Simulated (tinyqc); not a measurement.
Composition and strain of an epitaxial Si(1-x)Ge(x) layer from Raman and X-ray peaks: one step, computed by the program tinyqc. Command: `OMP_NUM_THREADS=1 python tinyqc.py 3018229 3018230 out.jsonl epiraman walk`. One thread of a shared host (Intel(R) Xeon(R) Processor @ 2.30GHz), about 0.01 s of CPU time with the checks.

A (001) layer, biaxially strained in the plane. The Raman peaks follow empirical lines omega = w0 + c1 x + c3 x^3 + b eps (c3 for Si-Ge alone), with eps the in-plane strain.

Problem. X-ray (004) reflection. Bragg angle theta = arcsin(2 lambda/a) for (004), for the substrate with a_sub and the layer with a_perp; separation in arc seconds.

Inputs (values chosen for the exercise, modelled on silicon-germanium): X-ray wavelength = 1.540598 angstrom.

Substrate: silicon.

substrate constant a_sub = 5.431 angstrom

a_perp = 5.610718 angstrom

Give: theta of the substrate; theta of the layer; separation, layer less substrate.

Solution.

theta of the substrate = 34.56 degree

theta of the layer = 33.31 degree

separation, layer less substrate = -4518 arcsec
